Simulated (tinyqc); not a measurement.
# Signal and retention of a DRAM cell, step by step

tinyqc, about 0.01 s, one thread, Intel Xeon 2.30GHz (shared host): `OMP_NUM_THREADS=1 python tinyqc.py 2130095 2130096 out.jsonl` Printed values are rounded.

A stored one starts at Vd and leaks: Cs dV/dt = -I(V), I = a sqrt((V + Vb)/(Vd + Vb)) + b, with a = Ig exp[-(Eg1 q/kB)(1/T - 1/T0)] (generation in a depletion layer) and b = Is exp[-(Es q/kB)(1/T - 1/T0)]. The bit line is precharged to Vd/2, and charge sharing gives the signal (V - Vd/2) Cs/(Cs + Cb).

Inputs (values chosen for the exercise): array voltage Vd = 1.3 V; cell capacitance Cs = 23 fF; bit-line capacitance Cb = 79 fF; smallest signal that the sense amplifier resolves dm = 44 mV; built-in plus back-bias voltage of the storage junction Vb = 1.36 V; junction leakage at V = Vd and T0 Ig = 1.8 fA; voltage-independent leakage at T0 Is = 0.1 fA; activation energy of Is Es = 0.25 eV; reference temperature T0 = 358 K; temperature T = 358 K; deviation of ln(retention time) over the cells sg = 0.91; cells Nc = 1.07e9; refresh interval tr = 64 ms; activation energy of Ig Eg1 = 0.56 eV.

Constants: q = 1.602176634e-19 C, kB = 1.380649e-23 J/K. Results are converted to the units shown.

Range of the model: Real arrays also hold a tail of unusually leaky cells and cells whose retention varies in time, which this model lacks.

## Signal and margin

The cell fails below Vc = Vd/2 + dm (Cs + Cb)/Cs.

transfer ratio = 0.225490
signal of a fresh one = 146.569 mV
Vc = 0.845130 V
charge that may be lost = 10.4620 fC
the same in electrons = 65298.7

## Retention time

With s = sqrt((Vc + Vb)/(Vd + Vb)), the time from Vd to Vc is t = [2 Cs (Vd + Vb)/a] [1 - s - (b/a) ln((a + b)/(a s + b))].

a = 1.8 fA
b = 0.1 fA
retention time = 5.74989 s
estimate with the current held at a + b = 5.50632 s

The constant-current estimate is 4.2 % below the true time, since the junction leaks less as V falls.

## Failing cells

This time is the median of a log-normal spread: failing cells = Nc erfc(z/sqrt 2)/2, z = ln(t/tr)/sg. One failure is expected at the interval where that count equals 1.

z = 4.94292
failing cells = 411.751
interval for one failure = 24.2627 ms

The weakest cell of the array lies about 6.01 deviations out, a factor of 237 below the median; the chosen interval is longer than that time.
